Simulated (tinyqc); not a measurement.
# Pillar capacitor in an array: capacitance, non-linearity, leakage and relaxation: what changes with what

A film between two metal electrodes, each interface adding a series capacitance ci. The small-signal permittivity is ek (1 + aq E^2); the field is found with the linear permittivity. Leakage J = J0 sinh(E/Ef). After a voltage step the film passes a relaxation current kr C V tt^(-nr), tt being the time in seconds. The sidewall is a coaxial capacitor with radii a = dm/2 and b = dm/2 + t, depth AR dm; the end face is left out.

Inputs (values chosen for the exercise); permittivity of the order of that of aluminium oxide:

| symbol | value | unit | meaning |
|---|---|---|---|
| ek | 8.98 |  | relative permittivity of the film |
| t | 20 | nm | film thickness |
| ci | 280 | uF/cm^2 | capacitance of each electrode interface (dead layer and screening) |
| aq | 0.0039 | cm^2/MV^2 | quadratic field coefficient of the permittivity |
| V | 0.9 | V | bias |
| nr | 0.985 |  | exponent of the relaxation current |
| kr | 0.0098 |  | strength of the relaxation |
| J0 | 5.7e-10 | A/cm^2 | leakage prefactor |
| Ef | 0.5 | MV/cm | field for an e-fold rise of the leakage |
| AR | 10 |  | aspect ratio, depth over diameter |
| pt | 300 | nm | pitch of the square array |
| rho | 150 | uohm cm | resistivity of the inner electrode |
| t0 | 1e-8 | s | duration of the write pulse |

Constants: eps0 = 8.8541878128e-14 F/cm where lengths are in cm. Results are converted to the units shown.

Each table varies one quantity; the others keep the values above.

## Capacitance, non-linearity and leakage against thickness

Planar film: Cf = eps0 ek/t, 1/C = 1/Cf + 2/ci, EOT = 3.9 eps0/C, effective permittivity C t/eps0, E = (V/t) C/Cf; quadratic coefficient [C(V)/C - 1]/V^2 with Cf (1 + aq E^2) in C(V).

Result of one run:
```
t (nm),C (uF/cm^2),EOT (nm),effective permittivity,E (MV/cm),quadratic coefficient (ppm/V^2),J (A/cm^2)
18,0.44034,7.8420,8.9518,0.49843,1192.4,6.6710e-10
```

What becomes of these results when the film thickness t is changed from 18 to 60 nm, all else the same?

Result of the changed run:
```
t (nm),C (uF/cm^2),EOT (nm),effective permittivity,E (MV/cm),quadratic coefficient (ppm/V^2),J (A/cm^2)
60,0.13239,26.083,8.9715,0.14986,108.03,1.7341e-10
```

The whole series:
```
t (nm),C (uF/cm^2),EOT (nm),effective permittivity,E (MV/cm),quadratic coefficient (ppm/V^2),J (A/cm^2)
2.5,3.1098,1.1104,8.7805,3.5200,58271,3.2532e-7
3.7,2.1164,1.6316,8.8442,2.3957,27206,3.4329e-8
5.5,1.4309,2.4133,8.8882,1.6196,12500,7.2607e-9
8.2,0.96297,3.5859,8.9182,1.0900,5681.1,2.4890e-9
12,0.65947,5.2362,8.9377,0.74647,2670.2,1.2042e-9
18,0.44034,7.8420,8.9518,0.49843,1192.4,6.6710e-10
27,0.29387,11.751,8.9612,0.33263,531.62,4.0780e-10
40,0.19849,17.397,8.9673,0.22468,242.71,2.6484e-10
60,0.13239,26.083,8.9715,0.14986,108.03,1.7341e-10
```

C falls from 3.11 to 0.132 uF/cm^2 while the effective permittivity goes from 8.78 to 8.97 (ek = 8.98). EOT is a straight line in t with slope 3.9/ek = 0.434 and intercept 0.0247 nm. The quadratic coefficient goes as t^(-1.94) between the first two rows and t^(-2.00) between the last two (-2 without interfaces), and J falls by 3.27 decades. For t = 2.5, 3.7 direct tunnelling, left out, would add to the leakage.

## Cell against the diameter of the pillar

Per length 1/c = ln(b/a)/(2 pi eps0 ek) + (1/a + 1/b)/(2 pi ci); cell capacitance c AR dm; per footprint over pt^2; fields c V/(2 pi eps0 ek r) at r = a and b; resistance of the inner electrode rho AR dm/(pi a^2); time constant R C/3 of the distributed line. The pitch is scaled as pt dm/(170 nm).

Cell against the diameter of the pillar:
```
dm (nm),cell capacitance (fF),per footprint (uF/cm^2),field at a (MV/cm),field at b (MV/cm),R (kohm),R C/3 (ps)
70,0.7714,5.056,0.5673,0.3610,0.2728,0.07016
93,1.295,4.808,0.5395,0.3772,0.2054,0.08864
120,2.078,4.634,0.5199,0.3899,0.1592,0.1102
170,4.008,4.453,0.4996,0.4045,0.1123,0.1501
220,6.560,4.353,0.4884,0.4132,0.08681,0.1898
300,11.94,4.260,0.4780,0.4218,0.06366,0.2534
400,20.91,4.196,0.4708,0.4280,0.04775,0.3327
```

Read the table: what changes, and by how much?

As dm goes from 70 to 400, the cell capacitance rises from 0.771 to 20.9 fF, the capacitance per footprint falls from 5.06 to 4.20 uF/cm^2, the ratio of the two fields falls from 1.57 to 1.10 and R C/3 rises from 0.0702 to 0.333 ps; the time constant goes as dm^(0.82) between the first two rows and dm^(0.95) between the last two.

## Charge lost after writing

Planar film: Cf = eps0 ek/t, 1/C = 1/Cf + 2/ci, EOT = 3.9 eps0/C, effective permittivity C t/eps0, E = (V/t) C/Cf. A capacitor written for t0 and then left open loses, as a share of C V, kr (tt^(1 - nr) - t0^(1 - nr))/(1 - nr) by relaxation and J tt/(C V) by leakage; both are taken as small, and rows far outside that range are left out.

The same in every row: leakage current (nA/cm^2) = 0.5830.

Charge lost after writing:
```
tt (s),relaxation current (nA/cm^2),loss by relaxation (%),loss by leakage (%),total loss (%)
1e-6,2.842e6,3.545,1.634e-7,3.545
1e-5,2.942e5,5.411,1.634e-6,5.411
0.0001,3.045e4,7.343,1.634e-5,7.343
0.001,3152,9.342,1.634e-4,9.342
0.01,326.3,11.41,0.001634,11.41
0.1,33.78,13.55,0.01634,13.57
1,3.496,15.77,0.1634,15.94
10,0.3619,18.07,1.634,19.70
```

What does the comparison show?

The two currents are equal at tt = 6.16 s. The loss by relaxation grows from 3.54 to 18.1 %, by 1.87 points over the first decade and 2.30 over the last, while the loss by leakage grows tenfold a decade. Relaxation is the larger loss in every row. For tt = 1, 10 the falling voltage would already cut the leakage, so the linear estimate overstates the loss.

Numbers from tinyqc (`OMP_NUM_THREADS=1 python tinyqc.py 2102108 2102109 out.jsonl`; about 0.01 s on one thread of a shared Intel Xeon 2.30GHz).
